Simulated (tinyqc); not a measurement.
Inside a calculation. Model: self-heating of a transistor with one or more fingers, with temperature-dependent conductivity. Computed by tinyqc, a small Python program that keeps every step. Command: `OMP_NUM_THREADS=1 python tinyqc.py 3011788 3011789 out.jsonl selfheat walk`. One thread of a shared host (Intel(R) Xeon(R) Processor @ 2.30GHz), about 0.07 s of CPU time with the checks. Intermediate numbers are printed to about 6 digits and carried at full precision; extremes and crossings named in words are read from the listed rows.

N long parallel fingers lie on the top face of a slab whose bottom is held at T_0; the top is otherwise insulated, and heat flows in two dimensions. P in W/mm is 1000 P in W/m.

Inputs (values chosen for the exercise, modelled on indium phosphide):

| quantity | value | unit |
|---|---|---|
| conductivity at the base temperature kappa_0 | 55.4 | W/(m K) |
| exponent m in kappa ~ T^-m | 1.42 | - |
| base temperature T_0 | 358 | K |
| power per gate width P | 1.2 | W/mm |
| fingers N | 1 | - |
| finger pitch s | 54 | micrometre |
| width of the heat source w | 0.14 | micrometre |
| substrate thickness t | 86 | micrometre |
| phonon free path Lambda | 83 | nm |
| heat capacity C | 1.56 | 1e6 J/(m^3 K) |
| pulse length | 9.7 | microsecond |

Power: fixed power.

## Geometry factors

A line source of power P on the top face raises the top at distance x by (P/(pi kappa_0)) g(x), g(x) = -ln tanh(pi x/(4 t)) (the image sum for the slab). On a strip of width w the centre sees the mean of g over the strip, g_0 = 1 + ln(8 t/(pi w)) for w much below t.

own factor g_0 = 8.35517

g(j s), j = 1..7: 0.783688  0.279997  0.103841  0.038697  0.014431  0.005382  0.002007

## Linear temperature rise of each finger

theta_i = (P/(pi kappa_0)) [g_0 + sum over j != i of g(|i - j| s)], with equal powers and constant conductivity; thermal resistance = largest theta/P.

theta of each finger (K): 57.6072

largest theta = 57.6072 K

thermal resistance = 48.0060 K mm/W

Caution: the source is narrower than two phonon free paths, so the Fourier result understates the rise at the source.

## Correction for the falling conductivity

Kirchhoff transformation for kappa = kappa_0 (T/T_0)^-m: T = T_0 [1 - (m - 1) theta/T_0]^(-1/(m - 1)), where theta is the linear rise. The bracket vanishes at the power P T_0/((m - 1) theta).

peak temperature = 422.903 K

true rise = 64.9030 K

true rise / linear rise = 1.12665

power at which the formula diverges = 17.7557 W/mm

The falling conductivity adds 12.7 % to the rise.

## Extra rise from ballistic phonons

Near a source smaller than the free path, Fourier's law overstates the flow. Rough estimate: a strip that emits phonons into a half space adds a resistance times area of 4 Lambda/(3 kappa_0), from the ballistic flux C v Delta T/4 with kappa_0 = C v Lambda/3, so Delta T_b = 4 Lambda P/(3 kappa_0 w); Knudsen number Lambda/w.

Knudsen number = 0.592857

ballistic rise Delta T_b = 17.1222 K

Delta T_b / largest theta = 0.297224

The ballistic term is a large share: this rough estimate calls for a transport calculation.

## Rise at the end of a pulse

After switching on, theta(tau) = (P D/kappa_0) int_0^tau X(u) Z(u) du at the hottest finger, D = kappa_0/C; X = sum over fingers at distance x of [erf((x + w/2)/r) - erf((x - w/2)/r)]/(2 w), Z = sum_(j=-200..200) (-1)^j exp(-(2 j t/r)^2)/sqrt(pi D u), r = 2 sqrt(D u); trapezoid rule on 300 points evenly spaced in ln u from u_0 = 1e-3 min(tau, w^2/D) to tau, plus the exact piece 2 sqrt(u_0/(pi D))/w below u_0. Conductivity and power are held at their base values here, and Fourier's law is used even where the diffusion length is near a phonon free path.

diffusivity D = 35.5128 micrometre^2/microsecond

diffusion length sqrt(D tau) = 18.5600 micrometre

linear rise after the pulse = 48.159 K

share of the steady rise = 0.836

## Rise against time

The formulas are those given above.

Heating curve:

| time (microsecond) | sqrt(D time) (micrometre) | rise (K) | share of the steady rise |
|---|---|---|---|
| 2.10e-04 | 0.0863579 | 11.316 | 0.1964 |
| 0.0021 | 0.273088 | 19.089 | 0.3314 |
| 0.021 | 0.863579 | 27.01 | 0.4689 |
| 0.21 | 2.73088 | 34.946 | 0.6066 |
| 2.1 | 8.63579 | 42.884 | 0.7444 |
| 10 | 18.8448 | 48.264 | 0.8378 |
| 42 | 38.6204 | 53.203 | 0.9235 |
| 120 | 65.2805 | 56.341 | 0.978 |
| 310 | 104.924 | 57.514 | 0.9984 |

Half the steady rise is reached between 0.021 and 0.21 microseconds, and the last row holds 99.8 % of it; the slowest time constant is 4 t^2/(pi^2 D) = 84.4 microseconds. While the diffusion length lies between w and the pitch or thickness, the rise grows as the logarithm of time.

Checks made by the program: g(s) against the alternating image sum (relative difference 2e-06); Kirchhoff integral of kappa/kappa_0 from T_0 to T (relative difference below 1e-10); long-time limit against the steady rise (relative difference 9e-06).
